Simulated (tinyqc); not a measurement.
# Avrami exponent and activation energy from three anneals

Problem. Isothermal crystallisation follows X = 1 - exp(-(k t)^n) with k proportional to exp(-Ec q/(kB T)). Find n, k at both temperatures and Ec.

Constants: q = 1.602176634e-19 C, kB = 1.380649e-23 J/K. Results are converted to the units shown.

X at (432 K, 370 s), (432 K, 740 s) and (452 K, 45 s): [0.19811144, 0.82903306, 0.40242205]

Solution. -ln(1 - X) = (k t)^n: the two times give n, and the two rates give Ec.

n = 3.00
k at 432 K = 0.00163 1/s
k at 452 K = 0.0178 1/s
Ec = 2.01 eV

Numbers from tinyqc (`OMP_NUM_THREADS=1 python tinyqc.py 2490141 2490142 out.jsonl`; about 0.02 s on one thread of a shared Intel Xeon 2.30GHz).
